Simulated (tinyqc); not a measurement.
p-n diode, drift-diffusion by the Gummel loop with Scharfetter-Gummel fluxes: two steps of the calculation.

Abrupt junction at x = 0, p side from -Lp, n side to Ln, ohmic contacts. psi is counted from the intrinsic level; n = ni exp((psi - phin)/Vt), p = ni exp((phip - psi)/Vt). Contacts: p side psi = V - Vt ln(Na/ni), p = Na, n = ni^2/Na; n side psi = Vt ln(Nd/ni), n = Nd, p = ni^2/Nd. Constant mobilities, D = mu Vt, Boltzmann statistics, SRH recombination through a mid-gap level, U = (n p - ni^2)/(tp (n + ni) + tn (p + ni)). Current is positive from the p contact to the n contact.

Values chosen for this exercise; band and dielectric values close to those of cadmium telluride: temperature T = 275 K; acceptor density of the p side Na = 4.5e17 cm^-3; donor density of the n side Nd = 1.2e16 cm^-3; electron mobility mun = 540 cm^2/(V s); hole mobility mup = 62 cm^2/(V s); SRH lifetime of electrons tn = 3e-9 s; SRH lifetime of holes tp = 5e-8 s; uniform generation rate G = 0 cm^-3 s^-1.

Constants: q = 1.602176634e-19 C, kB = 1.380649e-23 J/K, Vt = kB T/q. Results are converted to the units shown.

Question 1. Electron continuity. With psi and p held, F_i = (mun Vt/h_i) [n_(i+1) B(d_i) - n_i B(-d_i)], d_i = (psi_(i+1) - psi_i)/Vt, B(d) = d/(exp(d) - 1); solve F_i - F_(i-1) = w_i [(n_i p_i - ni^2)/den_i - G] for the new n, with den = tp (n + ni) + tn (p + ni) taken at the old n and p, h_i = x_(i+1) - x_i, w_i = (h_(i-1) + h_i)/2; phin = psi - Vt ln(n/ni).

```
node  x (nm)      psi (V)  n after Poisson (cm^-3)  p after Poisson (cm^-3)
0      -1200  -0.12754270             5.2444256e-9                   4.5e17
1       -546  -0.12754270                223.38206                   4.5e17
2       -243  -0.12754270                223.38206             4.4999999e17
3       -102  -0.12754187                223.38984             4.4998432e17
4      -37.2  -0.12735778                225.13193             4.4650231e17
5         -7  -0.11845731                327.75648             3.0669699e17
6          7  -0.03643798                10439.409             9.6290822e15
7       33.7   0.09933851              3.2135057e6             3.1281079e13
8       84.7   0.31680774             3.1075743e10              3.2347393e9
9        182   0.57960510             2.0350191e15                49396.060
10       368   0.62072842             1.1540208e16                8710.5820
11       723   0.62164865             1.1997150e16                8378.8174
12      1400   0.62165428                   1.2e16             1.9666596e-7
```

ni = 48579.744 cm^-3

Find: new n; phin after round 1.

Answer 1.

```
node  new n (cm^-3)  phin after round 1 (V)
0          5.244e-9                  0.5800
1             116.8                  0.0154
2             175.3                  0.0057
3             204.0                  0.0021
4             219.2                  0.0006
5             326.9                  0.0001
6           1.044e4                  0.0000
7           3.213e6                  0.0000
8          3.108e10                  0.0000
9          2.035e15                  0.0000
10         1.154e16                  0.0000
11         1.200e16                  0.0000
12         1.200e16                  0.0000
```

Question 2. Recombination and current. U_i as defined. J = Jn at the p contact + Jp at the n contact + q sum w_i U_i - q G sum w_i over the inner nodes, which avoids differences of large majority fluxes: Jn = (q mun Vt/h_0)[n_1 B(d_0) - n_0 B(-d_0)], Jp = (q mup Vt/h_last)[p_(N-1) B(d_last) - p_N B(-d_last)], d_i = (psi_(i+1) - psi_i)/Vt, B(d) = d/(exp(d) - 1), w_i = (h_(i-1) + h_i)/2.

```
node  x (nm)  converged psi (V)  converged n (cm^-3)  converged p (cm^-3)
0      -1200        -0.12754270         5.2444256e-9               4.5e17
1       -546        -0.12754270            116.81420               4.5e17
2       -243        -0.12754270            175.34618         4.4999999e17
3       -102        -0.12754187            204.02014         4.4998432e17
4      -37.2        -0.12735778            219.19301         4.4650231e17
5         -7        -0.11845731            326.86235         3.0669699e17
6          7        -0.03643798            10437.558         9.6290822e15
7       33.7         0.09933851          3.2133201e6         3.1281079e13
8       84.7         0.31680774         3.1075710e10          3.2345589e9
9        182         0.57960510         2.0350191e15            49314.594
10       368         0.62072842         1.1540208e16            7988.1635
11       723         0.62164865         1.1997150e16            4993.7128
12      1400         0.62165428               1.2e16         1.9666596e-7
```

ni = 48579.744 cm^-3

Wanted: U; Jn at the p contact; Jp at the n contact; recombination; generation; J.

Answer 2.

U, node 0 to 12 (cm^-3 s^-1): 0  3.8938e10  5.8449e10  6.8007e10  7.3064e10  1.0895e11  3.4792e12  1.0711e15  6.4290e16  9.8629e11  1.5976e11  9.9874e10  0
Jn at the p contact = 3.6621e-12 A/cm^2
Jp at the n contact = 1.7362e-11 A/cm^2
recombination = 7.7049e-8 A/cm^2
generation = 0 A/cm^2
J = 7.7070e-8 A/cm^2

Program tinyqc, `OMP_NUM_THREADS=1 python tinyqc.py 2240040 2240041 out.jsonl`; Intel Xeon 2.30GHz, shared host, one thread, about 0.1 s.
